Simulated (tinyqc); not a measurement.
Geometry optimisation on the RHF/6-31g surface (energies and gradients from PySCF), for H4, spin multiplicity 1, step by step. Computed by tinyqc, a small Python program that keeps every step (integrals from PySCF). Settings: charge = 0, multiplicity = 1, basis = 6-31g, optimiser = bfgs, first Hessian = 0.6, largest step = 0.1, iteration cap = 30. Command: `OMP_NUM_THREADS=1 python tinyqc.py 22158 22159 out.jsonl` (the two numbers bound the seeds that draw the settings). One thread of a shared host (Intel(R) Xeon(R) Processor @ 2.60GHz), about 2 s of CPU time with the checks.

## Step 1: energy and gradient

positions at the start (bohr):
```
,x,y,z
1H,0.083148,-0.018897,0.109604
2H,0.090707,0.081258,1.362493
3H,-0.113384,1.782012,-0.073699
4H,0.009449,1.770673,1.390838
```

Self-consistent energy and analytic gradient at these positions.

energy = -1.94394738 hartree

gradient (hartree/bohr):
```
,x,y,z
1H,-0.01880398,0.21258472,0.01574553
2H,-0.01533921,0.22068690,-0.03644376
3H,0.01491569,-0.21276574,-0.03650043
4H,0.01922749,-0.22050589,0.05719866
```

## Step 1: move

Quasi-Newton step p = -H^(-1) g (first H = 0.6 times the unit matrix); steps longer than 0.1 bohr are cut back (factor 0.136 here).

positions after step 1 (bohr):
```
,x,y,z
1H,0.087405,-0.067020,0.106040
2H,0.094179,0.031301,1.370742
3H,-0.116760,1.830175,-0.065437
4H,0.005096,1.820589,1.377890
```

## Step 2: energy and gradient

As before.

energy = -1.98528219 hartree

gradient (hartree/bohr):
```
,x,y,z
1H,-0.01627637,0.18638115,0.01227955
2H,-0.01356449,0.19189010,-0.03002831
3H,0.01257455,-0.18611970,-0.03539571
4H,0.01726631,-0.19215155,0.05314448
```

## Step 2: move

inverse Hessian in use (bohr^2/hartree):
```
,1,2,3,4,5,6,7,8,9,10,11,12
1,1.666523,-0.001406,0.001842,0.000250,0.000575,-0.002214,0.000543,0.000871,0.004574,-0.000649,-0.000040,-0.004203
2,-0.001406,1.716790,-0.018294,-0.005291,0.029026,0.019159,-0.003735,-0.044104,-0.057584,0.010433,-0.035046,0.056719
3,0.001842,-0.018294,1.663682,0.001196,-0.020696,0.005192,-0.001821,0.018759,-0.000487,-0.001218,0.020231,-0.001720
4,0.000250,-0.005291,0.001196,1.667169,-0.003832,-0.001095,0.000152,0.004858,0.004442,-0.000904,0.004265,-0.004543
5,0.000575,0.029026,-0.020696,-0.003832,1.672914,0.023834,-0.005492,-0.022757,-0.055828,0.008749,-0.012516,0.052690
6,-0.002214,0.019159,0.005192,-0.001095,0.023834,1.658625,0.002588,-0.020215,0.005107,0.000722,-0.022778,-0.002256
7,0.000543,-0.003735,-0.001821,0.000152,-0.005492,0.002588,1.665896,0.004164,-0.002795,0.000076,0.005064,0.002028
8,0.000871,-0.044104,0.018759,0.004858,-0.022757,-0.020215,0.004164,1.704740,0.056592,-0.009893,0.028787,-0.055136
9,0.004574,-0.057584,-0.000487,0.004442,-0.055828,0.005107,-0.002795,0.056592,1.684963,-0.006221,0.056820,-0.022917
10,-0.000649,0.010433,-0.001218,-0.000904,0.008749,0.000722,0.000076,-0.009893,-0.006221,1.668144,-0.009289,0.006717
11,-0.000040,-0.035046,0.020231,0.004265,-0.012516,-0.022778,0.005064,0.028787,0.056820,-0.009289,1.685442,-0.054273
12,-0.004203,0.056719,-0.001720,-0.004543,0.052690,-0.002256,0.002028,-0.055136,-0.022917,0.006717,-0.054273,1.693560
```

Quasi-Newton step p = -H^(-1) g (the inverse Hessian comes from BFGS updates; coordinates in the order x, y, z of each atom); steps longer than 0.1 bohr are cut back (factor 0.142 here).

positions after step 2 (bohr):
```
,x,y,z
1H,0.091336,-0.115913,0.105282
2H,0.097925,-0.016462,1.375513
3H,-0.119247,1.878322,-0.050669
4H,-0.000094,1.869100,1.359110
```

## Convergence

Stop when the largest gradient component is below 3e-5 hartree/bohr. The inverse Hessian follows the BFGS update with s = step, y = change of gradient.

Course of the optimisation:
```
step,E (hartree),largest gradient (hartree/bohr)
1,-1.94394738,2.21e-01
2,-1.98528219,1.92e-01
3,-2.02126994,1.68e-01
4,-2.05279122,1.47e-01
5,-2.08018959,1.28e-01
6,-2.10401638,1.12e-01
7,-2.12470008,9.71e-02
8,-2.14267299,8.44e-02
9,-2.15826441,7.33e-02
10,-2.17178864,6.36e-02
11,-2.18349881,5.51e-02
12,-2.19362876,4.77e-02
13,-2.20237524,4.12e-02
14,-2.20991604,3.55e-02
15,-2.21640483,3.05e-02
16,-2.22197857,2.62e-02
17,-2.22675708,2.25e-02
18,-2.23084627,1.92e-02
19,-2.23433907,1.64e-02
20,-2.23731713,1.40e-02
21,-2.23985193,1.19e-02
22,-2.24200592,1.01e-02
23,-2.24383352,8.59e-03
24,-2.24538200,7.29e-03
25,-2.24669230,6.17e-03
26,-2.24779974,5.22e-03
27,-2.24873476,4.41e-03
28,-2.24952345,3.72e-03
29,-2.25018814,3.14e-03
30,-2.25074792,2.65e-03
```

Distances after the last move, whose energy is not in the table (angstrom):
```
pair,distance
2H-1H,0.728165
3H-1H,2.574293
3H-2H,2.561594
4H-1H,2.659961
4H-2H,2.442746
4H-3H,0.728654
```

Not converged within 30 steps: the energy falls at every step, but slowly. Reruns: method bfgs, first Hessian 0.6, largest step 0.3: converged in 20 (E = -2.25364).
